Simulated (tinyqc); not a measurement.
Self-consistent Fermi level with native defects, at growth and after a quench. Changing the temperature of use T. Computed by tinyqc, a small Python program. Command: `OMP_NUM_THREADS=1 python tinyqc.py 3026145 3026146 out.jsonl scfermi sweep`. One thread of a shared host (Intel(R) Xeon(R) Processor @ 2.30GHz), about 0.08 s of CPU time with the checks.

Energies are counted from the top of the valence band (VBM); when the gap shrinks with temperature the conduction band moves and the levels stay. The added dopant is taken as fully ionised. D and A draw on one reservoir with opposite signs, as the two vacancies of a compound do.

Inputs (values chosen for the exercise, for a model semiconductor):
```
quantity                                value   unit
gap E_g at 300 K                         2.77     eV
slope -dE_g/dT above 300 K            0.00076   eV/K
electron mass m_e                       0.121    m_0
valleys M_c                                 1      -
hole mass m_h                           0.744    m_0
E_f of the neutral native donor D       3.449     eV
E_f of the neutral native acceptor A    1.983     eV
shift s of the chemical potential        0.27     eV
site density N_s                      4.7e+22  cm^-3
dopant density N_X                    5.5e+16  cm^-3
growth temperature T_g                   1200      K
```

Added shallow dopant: donor.

levels of D above the VBM, most positive state first (eV): 1.53  1.69  2.01

levels of A above the VBM, (0/-1) first (eV): 0.725

Constants: m_0 = 9.1093837015e-31 kg; k_B = 1.380649e-23 J/K; h = 6.62607015e-34 J s; k_B = 8.617333262e-05 eV/K.

Method:
- E_f(D, 0) = input + s and E_f(A, 0) = input - s; E_f(q, E_F = 0) follows from the levels, eps(q/q-1) = E_f(q - 1) - E_f(q) at E_F = 0.
- E_g(T) = E_g - slope x max(0, T - 300 K).
- N_c = 2 M_c (2 pi m_e k_B T/h^2)^(3/2) and N_v = 2 (2 pi m_h k_B T/h^2)^(3/2), masses in units of m_0.
- At growth T = T_g.
- n = N_c F_1/2((E_F - E_g)/k_B T), p = N_v F_1/2(-E_F/k_B T).
- F_1/2(eta) = (2/sqrt(pi)) int_0^infinity sqrt(x)/(1 + exp(x - eta)) dx, by the trapezoid rule in t = sqrt(x) with step 0.02 up to t = 12 (for eta < -12 by exp(eta) - exp(2 eta)/2^(3/2)).
- In equilibrium c_q = N_s exp(-(E_f(q, 0) + q E_F)/k_B T).
- Net charge = p - n + sum q c_q + N_X; the log ratio is ln(positive charge/negative charge).
- E_F is the root of the log ratio, by 50 bisections between -0.5 eV and E_g + 0.5 eV.
- After a quench the totals of D and A stay as grown, and each is shared among its charge states with weights exp(-(E_f(q, 0) + q E_F)/k_B T).

One run for each value; columns: (1) temperature of use T (K); (2) E_F after the quench (eV); (3) n after the quench (cm^-3); (4) p after the quench (cm^-3); (5) total D (cm^-3); (6) total A (cm^-3):
```
(1)      (2)         (3)         (4)         (5)         (6)
150  0.75437  7.0810e-51  2.5680e-07  5.0761e+15  7.7467e+16
210  0.76612  5.0167e-31  3.8769e+00  5.0761e+15  7.7467e+16
280  0.77983  1.4364e-18  1.3357e+05  5.0761e+15  7.7467e+16
340  0.79158  1.6982e-11  3.5894e+07  5.0761e+15  7.7467e+16
410  0.80528  1.2715e-05  3.2491e+09  5.0761e+15  7.7467e+16
470  0.81703  5.7556e-02  5.4753e+10  5.0761e+15  7.7467e+16
540  0.83074  1.0234e+02  6.8638e+11  5.0761e+15  7.7467e+16
600  0.84252  1.5859e+04  3.8162e+12  5.0761e+15  7.7467e+16
```

Over the rows, E_F after the quench (eV) rises from 0.754 to 0.843 (exponent d ln y / d ln x 0.046 between the first rows and 0.13 between the last). The frozen totals stay; only their charge states and the carriers answer to T. Densities far below 1 cm^-3 are nominal.

Caution (rows 150, 210): in a wide-gap host the dopant, above all an acceptor, may be only partly ionised at the temperature of use; the carrier density is then overstated.
